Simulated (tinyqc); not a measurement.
Voltage acceleration of oxide breakdown, four models on the same data: two steps of the calculation.

Field E = V/tox in MV/cm. Models: ln(t63/1 s) = a - c X with X = E (E model), -1/E (1/E model), ln V (power law, c the exponent n) or sqrt(E).

Inputs (values chosen for the exercise): oxide thickness tox = 7.4 nm; use voltage Vu = 4.1 V; stress temperature Ts = 373 K; use temperature Tu = 378 K; activation energy Ea = 0.98 eV; factor for area and percentile ks = 8.5e-5.

Constants: q = 1.602176634e-19 C, kB = 1.380649e-23 J/K. Results are converted to the units shown.

Task 1. Fitting the models. The three stress times were made with the power model, c = 44.8, and are treated as data. For each model fit ln t63 on X by least squares over the three points.

```
stress  V (V)  t63 (s)
0        7.14   2.14e5
1        8.16      540
2        9.67   0.2685
```

Wanted: c; a; largest misfit in ln t63 (0: below 0.002).

Result 1.

```
model        c        a  largest misfit in ln t63 (0: below 0.002)
E       3.9558   50.243                                    0.33168
1/E     501.68  -39.544                                    0.33980
power   44.800   100.34                                    0.00000
sqrt E  26.662   94.995                                    0.16726
```

The worst misfit of any model is 0.34 in ln t63, a factor of 1.40 in time, comparable to the scatter of t63 from small samples, so such data hardly tell the models apart.

Task 2. Projection to use conditions. Project to Vu, multiply by exp[(Ea q/kB)(1/Tu - 1/Ts)] and by ks; ten years are 3.15576e8 s. The largest voltage for ten years solves the same relation for V.

```
model           c           a
E       3.9557526   50.243439
1/E     501.68480  -39.544157
power   44.800352   100.33839
sqrt E  26.661891   94.994885
```

Wanted: temperature factor; lifetime; largest voltage for ten years.

Result 2.

temperature factor = 0.6681

```
model   lifetime (years)  largest voltage for ten years (V)
E                  3.607                              3.909
1/E             2.546e10                              5.389
power            2.391e4                              4.878
sqrt E             180.1                              4.486
```

The lifetimes span 9.85 decades, from the E model (most cautious) to the 1/E model; the allowed voltage spans 3.91 to 5.39 V. 3 of the four models pass ten years at Vu. Lifetimes beyond a thousand years are formal extrapolations.

Range of the model: All four laws are empirical fits; none is established far below the stress range.

Numbers from tinyqc (`OMP_NUM_THREADS=1 python tinyqc.py 2070053 2070054 out.jsonl`; about 0.01 s on one thread of a shared Intel Xeon 2.30GHz).
